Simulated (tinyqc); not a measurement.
## Metal gate on a two-layer dielectric stack with fixed charge and a dipole: flat band against the thickness t2

Gate, layer 2, layer 1, p-type semiconductor; x runs from the gate inwards. Charges are counted in units of +q. psi is the band bending at the surface, positive towards inversion. Classical charge, Boltzmann statistics, no interface traps.

EOT = 3.9 (t1/e1 + t2/e2), Cox = eps0/(t1/e1 + t2/e2); phi_ms = pM - (chi + Eg - Vt ln(Nv/Na)). Vfb = phi_ms + Vd - (q/eps0) [Q1 (t1/e1 + t2/e2) + Q2 t2/e2 + r1 (t1^2/(2 e1) + t1 t2/e2) + r2 t2^2/(2 e2)]: each charge counts with its electrical distance from the gate. ni = sqrt(Nc Nv) exp(-Eg/(2 Vt)), Eg in volts, pB = Vt ln(Na/ni), Vth = Vfb + 2 pB + sqrt(4 q eps0 eps_r Na pB)/Cox.

Parameters, values chosen for the exercise; band and dielectric values close to those of silicon, layer 1 close to silicon dioxide, layer 2 close to zirconium oxide:

| symbol | value | unit | meaning |
|---|---|---|---|
| T | 300 | K | temperature |
| Eg | 1.12 | eV | band gap |
| eps_r | 11.8 |  | relative permittivity |
| Nc | 2.8e19 | cm^-3 | conduction-band density of states at T |
| Nv | 2.64e19 | cm^-3 | valence-band density of states at T |
| chi | 4.04 | eV | electron affinity |
| Na | 7e16 | cm^-3 | acceptor density |
| pM | 4.49 | eV | work function of the gate metal |
| t1 | 0.7 | nm | thickness of layer 1, next to the semiconductor |
| e1 | 3.83 |  | relative permittivity of layer 1 |
| e2 | 26 |  | relative permittivity of layer 2 |
| Q1 | 8e10 | cm^-2 | fixed charge at the semiconductor interface |
| Q2 | -3e11 | cm^-2 | fixed charge between the layers |
| r1 | 0 | cm^-3 | uniform charge density in layer 1 |
| r2 | -1.2e18 | cm^-3 | uniform charge density in layer 2 |
| Vd | 0 | V | flat-band shift by a dipole layer between the layers |

Constants: q = 1.602176634e-19 C, kB = 1.380649e-23 J/K, Vt = kB T/q, eps0 = 8.8541878128e-14 F/cm where lengths are in cm. Results are converted to the units shown.

Result of one run:
```
EOT (nm)  Vfb (V)  Vth (V)
1.913     -0.4803   0.4078
```

Which thickness of layer 2, next to the gate t2 gave this result: 2, 4, 7 or 8 nm?

t2 = 8 nm.

The whole series:
```
t2 (nm)  EOT (nm)  Vfb (V)  Vth (V)
1          0.8628  -0.5173   0.3289
2           1.013  -0.5145   0.3376
3           1.163  -0.5109   0.3473
4           1.313  -0.5065   0.3577
5           1.463  -0.5012   0.3690
6           1.613  -0.4951   0.3811
7           1.763  -0.4881   0.3941
8           1.913  -0.4803   0.4078
```

Vfb rises from -0.517 to -0.480 V and Vth rises from 0.329 to 0.408 V. The slope dVfb/dEOT is 18.6 mV/nm between the first two rows and 52.0 between the last two: the charge inside the growing layer bends the line. A line through the end rows meets EOT = 0 at -0.548 V, against phi_ms + Vd = -0.517 V; an effective work function read from it is off by -31.1 mV from pM.

Computed by the program tinyqc: `OMP_NUM_THREADS=1 python tinyqc.py 2010051 2010052 out.jsonl`, one thread of a shared Intel Xeon 2.30GHz, about 0.01 s for the whole run.
